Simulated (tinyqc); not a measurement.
Yield per ion against the flux ratio: ion-assisted plasma etching: sheath, surface coverage, synergy and aspect-ratio dependence. Computed by tinyqc, a small Python program. Command: `OMP_NUM_THREADS=1 python tinyqc.py 3020293 3020294 out.jsonl etch walk`. One thread of a shared host (Intel(R) Xeon(R) Processor @ 2.30GHz), about 0.07 s of CPU time with the checks.

Radicals adsorb on bare sites; ions remove covered sites with a high yield and bare sites by sputtering; a slow spontaneous reaction acts everywhere, walls included.

Inputs (values chosen for the exercise, close to those used for silicon dioxide in a fluorocarbon plasma):
```
quantity                                value       unit
plasma density n_e                    2.6e+11     1/cm^3
electron temperature T_e                  3.4         eV
ion mass M_i                               69          u
sheath voltage V                           76          V
radical density n                     7.1e+13     1/cm^3
radical mass M_n                           50          u
gas temperature T_g                       300          K
sticking coefficient s                   0.41          -
radicals per removed unit x                 3          -
yield slope b                            0.29  eV^(-1/2)
threshold E_th                             16         eV
sputter slope b_p                       0.016  eV^(-1/2)
sputter threshold E_p                      40         eV
spontaneous reaction probability k_c  3.1e-05          -
solid density N                       2.2e+22     1/cm^3
ion temperature T_i                      0.25         eV
```

Feature: long trench.

Constants: e = 1.602176634e-19 C; u = 1.6605390666e-27 kg; k_B = 1.380649e-23 J/K; eps_0 = 8.8541878128e-12 F/m.

Method:
- Bohm speed u_B = sqrt(e T_e/M_i); ion flux G_i = 0.61 n_e u_B; radical flux G_n = n c/4 with c = sqrt(8 k_B T_g/(pi M_n)).
- Debye length lambda_D = sqrt(eps_0 T_e/(e n_s)) with n_s = 0.61 n_e, T_e in volts; Child-law sheath d = (sqrt2/3) lambda_D (2 V/T_e)^(3/4); ion energy E = V + T_e/2; angular spread = arctan(sqrt(T_i/E)).
- Yields: Y = b (sqrt(E) - sqrt(E_th)) on covered sites, Y_p = b_p (sqrt(E) - sqrt(E_p)) on bare ones (zero below threshold).
- Steady coverage: s G_n (1 - theta) = x Y G_i theta; removal flux = Y G_i theta + Y_p G_i (1 - theta) + k_c G_n; rate = flux/N, 1 cm/s = 6e8 nm/min.
- The ion flux is fixed and the radical flux set by the ratio; the removal per ion is the removal flux over G_i.

yield Y = 1.39628

sputter yield Y_p = 0.0398433

ion flux G_i = 3.45819e+16 1/(cm^2 s)

Open field:
```
G_n/G_i    theta  rate (nm/min)  removal per ion
0.3      0.02853           74.1           0.0785
1        0.08915          151.7           0.1608
3        0.22699          328.1           0.3478
10       0.49464          670.7           0.7111
30       0.74596          992.8           1.0526
100      0.90730         1201.2           1.2736
300      0.96707         1283.5           1.3609
1000     0.98989         1333.2           1.4136
3000     0.99661         1400.3           1.4847
```

Coverage reaches one half at G_n/G_i = x Y/s = 10.2. Below that the ion-assisted part follows the radical flux, on top of the sputter floor Y_p = 0.0398; above it the ion-assisted part saturates at Y = 1.40 per ion, and the further rise to 1.48 comes from the spontaneous reaction, which costs anisotropy.
